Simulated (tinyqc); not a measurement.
Hole mobility in a silicon inversion layer, empirical terms and Matthiessen rule: one step of the calculation.

Inversion layer of sheet density Ns on a uniformly doped body. The mobility terms are empirical power laws with prefactors chosen for the exercise; adding their inverses (Matthiessen) is itself an approximation.

Task. Inversion density for the measured current. I = (W/L) q Ns mu Vd. E = q (Ndep + eta Ns)/(eps0 eps_r) in MV/cm. With t = T/(300 K): muC = Ac (Ns/1e12 cm^-2) t/(Nb/1e17 cm^-3 + Nit/1e11 cm^-2), muP = Ap E^(-1/3) t^(-1.75), muS = As E^(-gs); 1/mu is the sum of the inverses. Ns(new) = I/((W/L) q mu Vd).

Values chosen for this exercise; material values close to those of silicon:
- T = 273 K (temperature)
- eps_r = 11.5 (relative permittivity of the semiconductor)
- Nb = 1.7e17 cm^-3 (body doping)
- eta = 0.3333 (weight of the inversion charge in the effective field)
- Ap = 127 cm^2/(V s) (phonon-limited mobility at 1 MV/cm and 300 K)
- As = 547 cm^2/(V s) (roughness-limited mobility at 1 MV/cm)
- gs = 1 (exponent of the roughness term)
- Ac = 1100 cm^2/(V s) (Coulomb prefactor)
- Nit = 1.5e11 cm^-2 (charge at the interface)
- WL = 20 (ratio W/L)
- Vd = 0.01 V (drain voltage)
- I = 12.4 uA (measured linear current)

Constants: q = 1.602176634e-19 C, eps0 = 8.8541878128e-14 F/cm where lengths are in cm. Results are converted to the units shown.

Ns at the start = 4e12 cm^-2
Ndep = 1.7930063e12 cm^-2

Wanted: E; mu; Ns after iteration 1.

Result.

E = 0.4919 MV/cm
mu = 143.5 cm^2/(V s)
Ns after iteration 1 = 2.697e12 cm^-2

Computed by the program tinyqc: `OMP_NUM_THREADS=1 python tinyqc.py 2510115 2510116 out.jsonl`, one thread of a shared Intel Xeon 2.30GHz, about 0.01 s for the whole run.
